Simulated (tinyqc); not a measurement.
## Field from the level spacing

Question. In a triangular well E_k = a_k (C F^2/mz1)^(1/3), a_1 = 2.338107, a_2 = 4.087949, C = hbar^2/(2 m0), F in eV/nm (1 MV/cm = 0.1 eV/nm). Find F, E_1, the mean distance 2 E_1/(3 F) of the lowest level and the sheet charge eps0 eps_r F/q behind such a field.

Inputs (values chosen for the exercise):

| symbol | value | unit | meaning |
|---|---|---|---|
| eps_r | 11.5 |  | relative permittivity |
| mz1 | 0.32 | m0 | mass along z of valley set A (4 valley(s)) |

Constants: q = 1.602176634e-19 C, hbar = 1.054571817e-34 J s, m0 = 9.1093837015e-31 kg, eps0 = 8.8541878128e-14 F/cm where lengths are in cm, hbar^2/(2 m0) = 0.0380998212 eV nm^2. Results are converted to the units shown.

spacing of the two lowest levels = 159.82688 meV

Answer. The spacing over a_2 - a_1 is the energy scale (C F^2/mz1)^(1/3), which gives F.

F = 0.800 MV/cm
E_1 = 214 meV
mean distance = 1.78 nm
sheet charge over q = 5.08e12 cm^-2

Program tinyqc, `OMP_NUM_THREADS=1 python tinyqc.py 2160129 2160130 out.jsonl`; Intel Xeon 2.30GHz, shared host, one thread, about 0.9 s.
